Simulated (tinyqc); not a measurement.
# The weight eta from points of equal mobility

Problem. If the mobility depends on E = q (Ndep + eta Ns)/(eps0 eps_r) alone, two points of equal mobility on its falling branch have equal E. Find eta and E.

Inputs (values chosen for the exercise): relative permittivity of the semiconductor eps_r = 11.5.

Constants: q = 1.602176634e-19 C, eps0 = 8.8541878128e-14 F/cm where lengths are in cm. Results are converted to the units shown.

Ndep at two body biases (cm^-2): 4.4727464e12  7.1071027e12
Ns at which the mobility is the same (cm^-2): 2.2e13  1.3218812e13

Solution. eta is the ratio of the differences of Ndep and Ns.

eta = 0.3000
E = 1.742 MV/cm

Program tinyqc, `OMP_NUM_THREADS=1 python tinyqc.py 2510045 2510046 out.jsonl`; Intel Xeon 2.30GHz, shared host, one thread, about 0.01 s.
